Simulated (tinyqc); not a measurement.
Inside a calculation. Method: plane-wave Kohn-Sham cycle with exchange-only LDA in a layered model solid. One step of it, computed by the program tinyqc.

Question. Iteration 1: potential. V_H(G) = 4 pi rho(G)/G^2 for G != 0 (uniform background); v_x = -(3 rho/pi)^(1/3); V = V_ext + V_H + v_x; Fourier components f(G_m) = (1/N) sum_j f(x_j) exp(-i G_m x_j).

A solid whose potential varies along x alone (atomic units):
```
parameter                      value
period a                    6.800000
cross-section of the cell  20.000000
electrons per cell                 4
grid points                       16
plane waves -n..n, n               3
k points                           3
V1 in V1 cos(2 pi x/a)     -0.770000
```

density at the start, on the grid x_j = j a/N (e/bohr^3): 0.02941176  0.02941176  0.02941176  0.02941176  0.02941176  0.02941176  0.02941176  0.02941176  0.02941176  0.02941176  0.02941176  0.02941176  0.02941176  0.02941176  0.02941176  0.02941176

Give: Potentials on the grid; V(G_m), m = 0, 1, 2, ....

Answer.

Potentials on the grid (hartree):
```
x         V_ext     V_H      v_x        V
0.0000  -0.7700  0.0000  -0.3040  -1.0740
0.4250  -0.7114  0.0000  -0.3040  -1.0154
0.8500  -0.5445  0.0000  -0.3040  -0.8484
1.2750  -0.2947  0.0000  -0.3040  -0.5986
1.7000        0  0.0000  -0.3040  -0.3040
2.1250   0.2947  0.0000  -0.3040  -0.0093
2.5500   0.5445  0.0000  -0.3040   0.2405
2.9750   0.7114  0.0000  -0.3040   0.4074
3.4000   0.7700  0.0000  -0.3040   0.4660
3.8250   0.7114  0.0000  -0.3040   0.4074
4.2500   0.5445  0.0000  -0.3040   0.2405
4.6750   0.2947  0.0000  -0.3040  -0.0093
5.1000        0  0.0000  -0.3040  -0.3040
5.5250  -0.2947  0.0000  -0.3040  -0.5986
5.9500  -0.5445  0.0000  -0.3040  -0.8484
6.3750  -0.7114  0.0000  -0.3040  -1.0154
```

V(G_m), m = 0, 1, 2, ... (hartree): -0.3040  -0.3850  0.0000  0.0000  0.0000  0.0000  0.0000
